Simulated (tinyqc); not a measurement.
# Spin coating of a resist or spin-on film: centrifugal thinning, evaporation and the final thickness (Emslie and Meyerhofer models), step by step

A worked calculation. Computed by tinyqc, a small Python program that keeps every step. Command: `OMP_NUM_THREADS=1 python tinyqc.py 3111917 3111918 out.jsonl spincoat walk`. One thread of a shared host (Intel(R) Xeon(R) Processor @ 2.30GHz), about 0.1 s of CPU time with the checks. Intermediate numbers are printed to about 5 digits and carried at full precision; extremes and crossings named in words are read from the listed rows.

A Newtonian film stays uniform over the wafer; solvent and solids have the same density and the concentration is uniform through the thickness.

Inputs (values chosen for the exercise, of the order of those of a polymer resist in an ester solvent): solids volume fraction c0 = 0.098; kinematic viscosity of the solvent nu_s = 1.4 mm^2/s; viscosity constant k = 3000 mm^2/s; viscosity exponent gamma = 3.2; spin speed f = 5000 rpm; evaporation rate at 1000 rpm e0 = 0.063 micrometre/s; starting thickness h0 = 500 micrometre; time t = 1.4 s; wafer radius R = 50 mm; shrinkage in the bake = 14 %.

## Rates

omega = 2 pi f/60; nu(c) = nu_s + k c^gamma; evaporation rate e = e0 sqrt(f/1000 rpm). Flow constant K = 2 omega^2/(3 nu(c0)); Reynolds number of the air omega R^2/nu_air with nu_air = 15 mm^2/s.

omega = 523.60 1/s

nu(c0) = 3.1744 mm^2/s

evaporation rate e = 0.14087 micrometre/s

flow constant K = 0.057577 1/(micrometre^2 s)

Reynolds number of the air = 87266

## Thinning without evaporation

dh/dt = -K h^3 gives h = h0/sqrt(1 + 2 K h0^2 t); for long times h = 1/sqrt(2 K t).

h(t) without evaporation = 2.4905 micrometre

long-time form = 2.4906 micrometre

time 1/(2 K h0^2) = 3.4736e-05 s

The long-time form is within 0.0012 %: the starting thickness is forgotten.

## The two-stage estimate

Meyerhofer estimate: flow rules until (1 - c0) K h^3 = e, then evaporation alone: h_w = (e/((1 - c0) K))^(1/3), dry film c0 h_w.

wet thickness h_w = 1.3946 micrometre

dry film, estimate = 136.67 nm

drying time (1 - c0) h_w/e = 8.9297 s

## First explicit step of the full model

Solids s and liquid l per area start at s = c0 h0, l = (1 - c0) h0. With h = h0 and c = c0: Q = K h^3, K = 2 omega^2/(3 nu); one Euler step of length dt = 0.01 h0/Q for s and l, ds/dt = -c Q, dl/dt = -(1 - c) Q - e.

Q = 7.1971e+06 micrometre/s

dt = 6.9472e-07 s

s = 48.51 micrometre

l = 446.49 micrometre

Q/e at the start = 5.1090e+07

## The full model

Full model for solids s and liquid l per area, h = s + l, c = s/h: ds/dt = -c Q, dl/dt = -(1 - c) Q - e, Q = 2 omega^2 h^3/(3 nu(c)); integrated adaptively (relative tolerance 1e-9) until l = 0. Dry film = s at l = 0, before the bake; film after the bake = s x (1 - shrinkage).

time to dry = 11.796 s

dry film = 158.43 nm

film after the bake = 136.25 nm

## Course in time

Times are fractions of the time to dry.

History:
```
fraction       t (s)  h (micrometre)        c  nu (mm^2/s)         Q/e  s (nm)
0.003     3.5388e-02          15.657  0.09802         3.18  1.5680e+03  1534.7
0.010     1.1796e-01           8.576  0.09813         3.18  2.5722e+02   841.6
0.030     3.5388e-01           4.945  0.09866         3.21  4.8841e+01   487.9
0.100     1.1796e+00           2.685  0.10211         3.42  7.3397e+00   274.2
0.200     2.3592e+00           1.859  0.11019         3.98  2.0937e+00   204.9
0.350     4.1286e+00           1.330  0.12942         5.72  5.3373e-01   172.2
0.500     5.8980e+00           1.008  0.16064        10.03  1.3250e-01   161.9
0.700     8.2572e+00           0.658  0.24122        33.09  1.1171e-02   158.7
0.900     1.0616e+01           0.325  0.48808       303.59  1.4618e-04   158.4
```

Q/e drops below 1 between t = 2.4 and 4.1 s, when c has risen from 0.098 to about 0.129; after that row the solids fall by a further 8 %. The full model gives 1.16 times the two-stage estimate.

## Spin curve

The formulas are those given above.

Dry film against speed:
```
f (rpm)  full model (nm)  estimate (nm)  time to dry (s)
500               501.00         432.20           117.96
1000              354.26         305.61            58.98
1500              289.25         249.53            39.32
2000              250.50         216.10            29.49
3000              204.53         176.44            19.66
4000              177.13         152.81            14.74
6000              144.63         124.76             9.83
```

The full thickness goes as f^-0.500; the estimate as (e/omega^2)^(1/3) = f^(-1/2). The time to dry goes as f^-1.00. A thickness window of 1 % allows a speed error of about 2 %.

Checks made by the program: constant-viscosity run against c0 h0 exp(-int K h^2 dt) (relative difference 2e-05).
